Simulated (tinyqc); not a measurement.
# Keating valence-force model of a tetrahedral crystal, step by step

A worked calculation. Computed by tinyqc, a small Python program that keeps every step. Command: `OMP_NUM_THREADS=1 python tinyqc.py 3018299 3018300 out.jsonl keating walk`. One thread of a shared host (Intel(R) Xeon(R) Processor @ 2.30GHz), about 0.02 s of CPU time with the checks. Intermediate numbers are printed to about 6 digits and carried at full precision; extremes and crossings named in words are read from the listed rows.

Atom A sits at 0 and atom B at a/4 (1,1,1) of an fcc lattice; the four bonds from A are t = a/4 (1,1,1), a/4 (1,-1,-1), a/4 (-1,1,-1), a/4 (-1,-1,1), of length d = sqrt(3) a/4. Energy: E = (3 alpha/(8 d^2)) sum over bonds (r.r - d^2)^2 + (3 beta/(8 d^2)) sum over pairs of bonds at one atom (r_i.r_j + d^2/3)^2; both atoms have the mass M. The cell holds two atoms, Omega = a^3/4. 1 N/m = 1 J/m^2. With constants fitted to the elastic moduli this model puts optical and zone-boundary frequencies of real crystals too high, by up to about 20 % in elemental crystals and up to about 50 % in compounds, and mostly by more for TA modes; in compounds the lattice part of the static dielectric constant then comes out too low.

Inputs (values chosen for the exercise, modelled on germanium):
```
quantity               value      unit
lattice constant a     5.658  angstrom
atomic mass M          72.63         u
bond stretching alpha   39.9       N/m
bond bending beta       11.9       N/m
mesh divisions n           6         -
temperature T            900         K
```

Structure: diamond.

wave vector q (2 pi/a): 0.79  0.13  0

Constants: 1 eV/angstrom^2 = 16.02176634 J/m^2; nu for 1 eV/(angstrom^2 u) = 15.6333042 THz; 1 THz = 33.35640952 1/cm; u = 1.6605390666e-27 kg; h x 1 THz = 4.135667696 meV; k_B = 8.617333262e-05 eV/K.

## Dynamical matrix at q

With displacements u exp(i q.r), each bracket changes by g.u, where g = (g_A, g_B): bond t, g = (-2 t, 2 t exp(i q.t)); pair (i, j) at A, g = (-(t_i + t_j), t_i exp(i q.t_j) + t_j exp(i q.t_i)); pair at B, g = (-t_i exp(-i q.t_j) - t_j exp(-i q.t_i), t_i + t_j). Then D_mn = sum over the 4 bonds and 12 pairs of (4 k/a^2) conj(g_m) g_n / sqrt(M_m M_n), with k = alpha or beta converted to eV/angstrom^2.

D(q) (eV/(angstrom^2 u)), lower triangle (Hermitian):
```
                    A x                 A y                 A z                 B x
A x            0.213167
A y            0.002489            0.178235
A z  0.000000-0.007270i  0.000000-0.000515i            0.179564
B x           -0.056478            0.018466  0.000000+0.006322i            0.213167
B y            0.018466           -0.056478  0.000000+0.089167i            0.002489
B z  0.000000+0.006322i  0.000000+0.089167i           -0.056478  0.000000+0.007270i

                    B y       B z
B y            0.178235
B z  0.000000+0.000515i  0.179564
```

## Frequencies at q

Diagonalise the Hermitian matrix D. An eigenvalue lambda of D in eV/(angstrom^2 u) gives nu = 15.6333042 THz x sqrt(lambda). The weight on A is the sum of |e|^2 over the three components of atom A.

frequencies (THz): 4.16220  4.24979  6.14864  7.98339  8.40305  8.45886

weights on atom A: 0.5  0.5  0.5  0.5  0.5  0.5

With equal masses the inversion that swaps the two atoms makes every weight one half.

## Elastic constants and internal strain

C11 = (alpha + 3 beta)/a, C12 = (alpha - beta)/a, C44 = 4 alpha beta/(a (alpha + beta)); with the two sublattices clamped C44(0) = (alpha + beta)/a; internal-strain parameter zeta = (alpha - beta)/(alpha + beta); B = (C11 + 2 C12)/3.

C11 = 133.616 GPa

C12 = 49.4875 GPa

C44 = 64.8018 GPa

clamped C44(0) = 91.5518 GPa

internal-strain parameter zeta = 0.540541

bulk modulus B = 77.5303 GPa

Letting the sublattices shift lowers C44 by 29 %, which is zeta^2. A shear is shared between bond lengths and angles. The model fixes 2 C44 (C11 + C12)/((C11 - C12)(C11 + 3 C12)) = 1.000 whatever alpha and beta are.

## Optical mode at the zone centre

mu = M/2; lambda = 4 (alpha + beta)/mu with the springs in eV/angstrom^2; nu = 15.6333042 THz x sqrt(lambda).

reduced mass mu = 36.315 u

Raman frequency = 9.32927 THz

the same as a wavenumber = 311.191 1/cm

## Frequencies at the zone boundary

The formulas are those given above.

Frequencies (THz) at points given in 2 pi/a:
```
point                 nu 1     nu 2     nu 3     nu 4     nu 5     nu 6
X (1, 0, 0)        4.47153  4.47153  7.31539  7.31539  8.18783  8.18783
L (0.5, 0.5, 0.5)  3.16185  3.16185  7.01793  7.26497  8.77712  8.77712
W (1, 0.5, 0)      4.94651  4.94651  6.59679  6.59679  8.51848  8.51848
K (0.75, 0.75, 0)  4.13115  5.36030  6.50918  6.92872  8.36473  8.63289
```

At X the two longitudinal modes are degenerate (7.32 THz), as the diamond symmetry demands.

## Lowest frequency at X

Take the lowest frequency at X = (1, 0, 0) 2 pi/a, the transverse acoustic (TA) mode.

TA frequency at X = 4.47153 THz

## Transverse acoustic branch against its sound line

The sound line is nu = v q/(2 pi) with v = sqrt(C44/rho), rho = (M_A + M_B)/Omega; the clamped line uses C44(0).

Frequencies (THz) along G-X; columns: (1) q (2 pi/a); (2) lowest branch; (3) sound line, relaxed C44; (4) sound line, clamped C44(0); (5) third-lowest frequency; (6) highest frequency:
```
(1)       (2)      (3)      (4)      (5)      (6)
0.05  0.30808  0.30822  0.36636  0.44237  9.32537
0.15  0.92064  0.92467  1.09908  1.32182  9.29396
0.30  1.81642  1.84935  2.19816  2.60838  9.18437
0.45  2.65901  2.77402  3.29723  3.82665  8.99029
0.60  3.41113  3.69870  4.39631  4.94792  8.69712
0.75  4.01723  4.62337  5.49539  5.94957  8.42004
0.90  4.39401  5.54805  6.59447  6.81635  8.22969
1.00  4.47153  6.16449  7.32719  7.31539  8.18783
```

At small q the branch follows the relaxed line (1.000 of it, against 0.841 of the clamped one): in a long shear wave the sublattices shift against each other. At X it reaches 73 % of the relaxed line. Real tetrahedral semiconductors have flatter TA branches than a Keating model fitted to their elastic constants, which needs longer-ranged terms to mend.

## Thermal sums on a mesh

Mesh: q = sum_i (m_i + 1/2)/n b_i, m_i = 0..n-1, with b = [[-1, 1, 1], [1, -1, 1], [1, 1, -1]] in 2 pi/a; sums over the six modes are averaged over the n^3 points and halved, per atom. With x = h nu/(k_B T) and n = 1/(exp(x) - 1) for each mode: F = k_B T [x/2 + ln(1 - exp(-x))], U = k_B T x (n + 1/2), S/k_B = x n - ln(1 - exp(-x)), C/k_B = x^2 n (n + 1). The acoustic share counts the three lowest modes at each q; zero-point energy = sum h nu/2.

free energy F = -268.854 meV/atom

entropy S = 6.49919 k_B/atom

heat capacity C = 2.96758 k_B/atom

acoustic share of C = 0.503012

zero-point energy = 39.6005 meV/atom

C is 99 % of the classical value; acoustic and optical modes carry nearly equal shares.

Checks made by the program: slopes of the acoustic branches along [110] against C11, C12 and the relaxed C44 (relative difference 1e-06); zone-centre optical mode against D(q = 0) (relative difference below 1e-10); longitudinal modes at X against the diagonal of D (relative difference below 1e-10).
